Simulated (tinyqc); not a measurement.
Chemical vapour deposition: Grove model, boundary layer, depletion and step coverage: one step, computed by the program tinyqc. Command: `OMP_NUM_THREADS=1 python tinyqc.py 3014802 3014803 out.jsonl cvd walk`. One thread of a shared host (Intel(R) Xeon(R) Processor @ 2.30GHz), about 0.04 s of CPU time with the checks.

A precursor diffuses to the surface and reacts there at first order; each molecule that reacts adds one formula unit of film.

Task: Step coverage in a trench. In a long trench of width w and depth l = aspect ratio x w: Knudsen diffusivity D_K = (2w) c/3 (hydraulic diameter 2w), combined as 1/D_e = 1/D_K + 1/D; D_e d2C/dz2 = 2 k_s C/w with D_e dC/dz = -k_s C at the floor. With m = sqrt(2 k_s/(w D_e)): C(floor)/C(top) = 1/[cosh(m l) + (k_s/(D_e m)) sinh(m l)].

Inputs (values chosen for the exercise, close to those used for tungsten from its fluoride): temperature T = 420 C; trench width w = 0.079 um; aspect ratio of the trench = 71.

Reactor: horizontal, atmospheric.

mean speed c = 22191.81 cm/s

gas diffusivity D = 2.193886 cm^2/s

surface rate constant k_s = 10.24223 cm/s

Give: Knudsen diffusivity D_K; effective diffusivity D_e; modulus m l; step coverage.

Result:

Knudsen diffusivity D_K = 0.1169 cm^2/s

effective diffusivity D_e = 0.1110 cm^2/s

modulus m l = 2.711

step coverage = 0.1298

Caution: the hydraulic-diameter form of D_K is rough for a slit.
